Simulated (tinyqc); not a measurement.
Complex band structure along [001] in sp3s* tight binding: sweeps and comparisons. A value that a table varies takes the place of the one given here.

For k = (0, 0, kz) the phase sums are g0 = cos(phi) and g3 = i sin(phi), phi = kz a/4, and the s, pz, s* orbitals of anion (a) and cation (c) decouple from px, py. With z = exp(i phi), H(z) = H0 + z T + T^T/z for any complex z. H0 is diagonal (Esa, Epa, Exa, Esc, Epc, Exc). The anion-cation block is B(z) = z U + W/z and the cation-anion block z W^T + U^T/z, where U has Vss/2 (s,s), Vsapc/2 (s,z), -Vscpa/2 (z,s), Vxx/2 (z,z), Vxapc/2 (s*,z), -Vpaxc/2 (z,s*), and W has the same values with the s-z and s*-z signs reversed. |z| = 1 is a band state, |z| < 1 decays along [001] as exp(-kappa d) over a distance d, kappa = -(4/a) ln|z|. No spin-orbit coupling.

Constants: hbar^2/2m0 = 3.80998211 eV angstrom^2.

Values chosen for the exercise (out of a larger set: near a published set for GaAs, fitted to gaps, whose masses and valley positions are rough (light masses up to twice too heavy); not measured data): p = (-8.262, 1.051, -2.671, 3.625, 8.524, 6.725, -6.484, 1.976, 5.064, 4.487, 5.729, 4.9, 4.814) eV (order Esa, Epa, Esc, Epc, Exa, Exc, Vss, Vxx, Vxy, Vsapc, Vscpa, Vxapc, Vpaxc); a = 5.659 angstrom (lattice constant); dE = 0.33 eV (E - Ev).

## Decay across the direct gap

Ev = -0.02017 eV
EG (direct gap) = 1.61462 eV

masses of this model, from the curvature at Gamma (m0): m_lh 0.09361, m_e 0.12720

kappa of the imaginary branch at Gamma against three formulas: parabolic from the valence edge, sqrt(m_lh E/c); parabolic from the conduction edge, sqrt(m_e (EG - E)/c); two-band (Franz), sqrt(m E (1 - E/EG)/c) with m = 2 m_lh m_e/(m_lh + m_e). E from Ev; c = hbar^2/2m0.

kappa (1/angstrom):

| E/EG | E (eV) | tight binding | parabolic, valence | parabolic, conduction | two-band |
|---|---|---|---|---|---|
| 0.05 | 0.0807 | 0.0436 | 0.0445 | 0.2263 | 0.0466 |
| 0.15 | 0.2422 | 0.0722 | 0.0771 | 0.2141 | 0.0763 |
| 0.25 | 0.4037 | 0.0885 | 0.0996 | 0.2011 | 0.0926 |
| 0.35 | 0.5651 | 0.0987 | 0.1178 | 0.1872 | 0.1020 |
| 0.50 | 0.8073 | 0.1055 | 0.1408 | 0.1642 | 0.1069 |
| 0.65 | 1.0495 | 0.1030 | 0.1606 | 0.1374 | 0.1020 |
| 0.75 | 1.2110 | 0.0952 | 0.1725 | 0.1161 | 0.0926 |
| 0.85 | 1.3724 | 0.0801 | 0.1836 | 0.0899 | 0.0763 |
| 0.95 | 1.5339 | 0.0500 | 0.1941 | 0.0519 | 0.0466 |

The branch joins the light-hole and conduction bands and peaks, among these rows, at E/EG = 0.50 with kappa = 0.1055 1/angstrom. At mid-gap the parabola from the conduction edge is +56 % off and the two-band form +1.3 %; over 5 nm the parabola would misstate exp(-2 kappa d) by a factor 352.

## Band-to-band tunnelling in a uniform field

WKB at zero transverse momentum: T = exp(-2 I/(eF)), I = integral of kappa dE across the direct gap (8 Gauss-Legendre points in theta, E = EG sin^2 theta, 0 to pi/2); 1 MV/cm = 0.01 V/angstrom. The two-band form gives I = (pi/8) sqrt(m/c) EG^(3/2) with m = 2 m_lh m_e/(m_lh + m_e).

Tunnelling:

| F (MV/cm) | path EG/eF (angstrom) | exponent 2I/eF | T, tight binding | T, two-band |
|---|---|---|---|---|
| 0.50 | 322.9 | 53.809 | 4.27e-24 | 2.83e-24 |
| 0.75 | 215.3 | 35.873 | 2.63e-16 | 2.00e-16 |
| 1.00 | 161.5 | 26.905 | 2.07e-12 | 1.68e-12 |
| 1.50 | 107.6 | 17.936 | 1.62e-08 | 1.41e-08 |
| 2.00 | 80.7 | 13.452 | 1.44e-06 | 1.30e-06 |
| 3.00 | 53.8 | 8.968 | 0.000127 | 0.000119 |
| 4.00 | 40.4 | 6.726 | 0.00120 | 0.00114 |

I, tight binding = 0.134524 eV/angstrom
I, two-band = 0.135556 eV/angstrom

The two-band integral is +0.77 % from the tight-binding one, which makes the two-band T 0.6616 times the other at 0.5 MV/cm and 0.9497 times at 4 MV/cm. Doubling the field from 1 to 2 MV/cm halves the exponent and raises T by a factor 6.95e+05.

## Energy and lattice constant

The slowest root of the s-pz block and the heavy-hole branch, sinh^2(kappa a/4) = ((E - Epa)(E - Epc) - Vxx^2)/(Vxx^2 - Vxy^2), at E = Ev + dE with Ev the lower root of [[Epa, Vxx], [Vxx, Epc]]; the couplings are kept when a changes. Each row changes one parameter from the base and keeps the others.

Results:

| case | slowest kappa (1/angstrom) | heavy-hole kappa (1/angstrom) |
|---|---|---|
| base | 0.0820 | 0.1804 |
| dE = 0.3 eV | 0.0789 | 0.1728 |
| a = 5.829 angstrom | 0.0796 | 0.1752 |

The largest shifts from the base row, up to three for each result and ties (the steps differ in size, so this ranks the rows, not the parameters). slowest kappa (1/angstrom): dE -0.0031, a -0.0024. heavy-hole kappa (1/angstrom): dE -0.0077, a -0.0053. With the couplings fixed, kappa a stays, so kappa scales as 1/a.

Program tinyqc; command `OMP_NUM_THREADS=1 python tinyqc.py 1480283 1480284 out.jsonl`; about 0.02 s on one thread of a shared Intel(R) Xeon(R) Processor @ 2.30GHz.
